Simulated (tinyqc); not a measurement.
## Hot electrons in a saturated n-channel MOSFET, lucky-electron model: effect of the resistance of the lightly doped drain

Beyond pinch-off the lateral field grows as Esat cosh(y/l) over the velocity-saturated region (pseudo-two-dimensional model). Impact ionisation in this region gives the substrate current, which biases the body forward through Rsub. Currents are per width. Local-field laws: they overstate ionisation when the field peak is narrower than an energy relaxation length.

Cox = 3.9 eps0/tox, l = sqrt(3 tox xj), Esat = 2 vs/mu. Overdrive g = Vg - VT + kb Vb; Vdsat = g Esat L/(g + Esat L); Id = Cox vs (g - Vdsat); dV = Vd - Id Rd - Vdsat; Em = sqrt((dV/l)^2 + Esat^2); Isub = Id (Ai/Bi) l Em exp(-Bi/Em). Vb = Rsub Isub is solved self-consistently. Lifetime tau = (Hl/Id)(Isub/Id)^(-m); 1 year = 3.15576e7 s.

Inputs (values chosen for the exercise); values close to those of silicon n-channel devices:
```
symbol,value,unit,meaning
L,0.25,um,channel length
tox,6.1,nm,oxide thickness
xj,82,nm,junction depth
VT,0.6,V,threshold
mu,380,cm^2/(V s),effective mobility
vs,8.7e6,cm/s,saturation velocity
Ai,2e6,1/cm,ionisation prefactor
Bi,1.64,MV/cm,ionisation field
Rsub,10000,ohm um,substrate resistance
kb,0.21,,fall of VT per volt of forward body bias
m,2.9,,lifetime exponent
Hl,21000,s uA/um,lifetime constant
Vd,2,V,drain voltage
Vg,1,V,gate voltage
```

Constants: eps0 = 8.8541878128e-14 F/cm where lengths are in cm. Results are converted to the units shown.

Effect of the resistance of the lightly doped drain:
```
Rd (ohm um)  Id (uA/um)  Em (MV/cm)  Isub (uA/um)   Isub/Id  tau (years)
0                52.253     0.44137        2.6517  0.050747     0.072330
150              52.226     0.43937        2.5942  0.049672     0.077000
300              52.200     0.43738        2.5376  0.048613     0.082008
500              52.165     0.43473        2.4635  0.047225     0.089256
800              52.114     0.43075        2.3551  0.045192      0.10150
1200             52.049     0.42546        2.2159  0.042574      0.12083
1600             51.986     0.42019        2.0825  0.040058      0.14435
```

As Rd goes from 0 to 1600 ohm um, Em falls from 0.441 to 0.420 MV/cm, Isub falls from 2.65 to 2.08 uA/um and tau rises from 0.0723 to 0.144 years. From the first row to the last, log10(tau) changes by 0.30: 0.30 from (Isub/Id)^(-m), which holds Em and l, and under 0.005 from 1/Id. The price is 0.0832 V dropped over Rd in the last row.

tinyqc, about 0.05 s, one thread, Intel Xeon 2.30GHz (shared host): `OMP_NUM_THREADS=1 python tinyqc.py 2550154 2550155 out.jsonl`
